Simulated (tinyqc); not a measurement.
Worked calculation: band edges of strained Si(1-x)Ge(x) on relaxed Si(1-y)Ge(y). Values are carried at full precision from step to step, so a last printed digit may differ when a step is redone from the rounded ones.

Values are linear in the Ge fraction but for ED(x) = linear - CD x (1 - x) and a(x) = linear - Ca x (1 - x). Energies are on the common scale of Ev.

Values chosen for the exercise (end members near Si and Ge, in this order; shifted at random, so the results belong to these values and not to a real crystal): a = (5.432, 5.66) angstrom (lattice constant); Dso = (0.044, 0.294) eV (spin-orbit splitting); av = (2.43, 1.25) eV (valence hydrostatic potential); b = (-2.08, -2.54) eV (tetragonal shear potential); d = (-4.85, -5.28) eV (trigonal shear potential); C11 = (167.3, 129.2) GPa; C12 = (64.4, 48.8) GPa; C44 = (80, 66.6) GPa; Ev = (0, 0.63) eV (top of the unstrained valence band); ED = (1.152, 0.949) eV (gap to the Delta valleys); EL = (1.977, 0.733) eV (gap to the L valleys); aD = (1.71, 1.19) eV (hydrostatic potential of the Delta gap); aL = (-3.02, -2.57) eV (hydrostatic potential of the L gap); XuD = (8.82, 9.7) eV (uniaxial potential, Delta); XuL = (16.78, 15.32) eV (uniaxial potential, L); CD = 0.209 eV (bowing of the Delta gap); Ca = 0.026 angstrom (bowing of the lattice constant); x = 1 (Ge fraction of the layer); y = 0.59 (Ge fraction of the relaxed buffer); face = 001 (growth face).

## Values of the layer and the buffer

Interpolate at x and at y.

Interpolated values (a in angstrom, C11, C12, C44 in GPa, all else in eV):
```
symbol     layer    buffer
a         5.6600    5.5602
Dso       0.2940    0.1915
av        1.2500    1.7338
b        -2.5400   -2.3514
d        -5.2800   -5.1037
C11     129.2000  144.8210
C12      48.8000   55.1960
C44      66.6000   72.0940
Ev        0.6300    0.3717
ED        0.9490    0.9817
EL        0.7330    1.2430
aD        1.1900    1.4032
aL       -2.5700   -2.7545
XuD       9.7000    9.3392
XuL      15.3200   15.9186
```

## Strain of the layer on a (001) buffer

Coherent growth on a (001) face: e_par = (a(y) - a(x))/a(x), e_perp = -2 (C12/C11) e_par; exx = eyy = e_par, ezz = e_perp, no shear.

Use the elastic constants of the layer.

e_par = -0.017627
e_perp = 0.013316

strain tensor in the cubic axes:
```
           x          y         z
x  -0.017627   0.000000  0.000000
y   0.000000  -0.017627  0.000000
z   0.000000   0.000000  0.013316
```

The layer is under compression in the plane; its volume changes by -2.194 %.

## Conduction valleys of the layer

A valley with unit axis u lies at Ev + gap + (av + a_valley) tr(e) + Xu (u.e.u - tr(e)/3); the Delta axes are x, y, z and the L axes [111], [1-1-1], [-11-1], [-1-11]. The second-order shift of the Delta valleys under shear is left out; it lowers the pair normal to the sheared plane by tens of meV at a shear of 1 %.

Give the hydrostatic shifts, the uniaxial shifts and the edges.

hydrostatic shifts of Delta and L (eV): -0.0535  0.0290

uniaxial shifts (eV): Delta x -0.1000, Delta y -0.1000, Delta z 0.2001, L [111] 0.0000, L [1-1-1] 0.0000, L [-11-1] 0.0000, L [-1-11] 0.0000

valley edges (eV): Delta x 1.4254, Delta y 1.4254, Delta z 1.7256, L [111] 1.3920, L [1-1-1] 1.3920, L [-11-1] 1.3920, L [-1-11] 1.3920

The lowest set is L4 (the digit counts whole valleys) at 1.3920 eV; the Delta valleys spread over 300 meV and the L valleys over 0 meV. The lowest Delta and L edges are only 33 meV apart, within the spread of parameter sets.

## Valence edges of the layer

Valence edges: Ev plus the levels of the 6 x 6 matrix of X, Y, Z times spin with -Dso/3 + l exx + m (eyy + ezz) on the diagonal (cyclic), n exy off it, l = av + 2 b, m = av - b, n = sqrt(3) d. Spin-orbit term (Dso/3) L.sigma on X, Y, Z with (L_k)_ij = -i epsilon_kij: <X+|H|Y+> = -i Dso/3, <X+|H|Z-> = Dso/3, <Y+|H|Z-> = -i Dso/3, <Z+|H|X-> = -Dso/3, <Z+|H|Y-> = i Dso/3, <X-|H|Y-> = i Dso/3, and their conjugates; + and - are the spin along z.

Give the strain block and the three twofold edges.

strain block (eV), lower triangle:
```
        X       Y        Z
X  0.0512
Y       0  0.0512
Z       0       0  -0.1846
```

edges from the top (eV): 0.6812  0.5711  0.2615

The top two edges are split by 110 meV.

## Gap and offsets against the buffer

Buffer: Ev(y) and Ec = Ev(y) + min(ED, EL). dEc = Ec(buffer) - Ec(layer), dEv = Ev(layer) - Ev(buffer); positive values confine the carrier in the layer; type I if both have one sign.

gap of the strained layer = 0.7108 eV
gap of the buffer = 0.9817 eV
dEc = -0.0386 eV
dEv = 0.3095 eV

Type II: electrons collect in the buffer (39 meV) and holes in the layer (309 meV). The relaxed layer would have a gap of 0.733 eV, so strain has moved it by -22 meV. An offset this small is within the spread of published parameter sets, so the type is not settled by this model.

## Checks

- Mean of the three Delta edges against the hydrostatic shift alone (eV): both 1.52547.

Program tinyqc; command `OMP_NUM_THREADS=1 python tinyqc.py 1080280 1080281 out.jsonl`; about 0.01 s on one thread of a shared Intel(R) Xeon(R) Processor @ 2.30GHz.
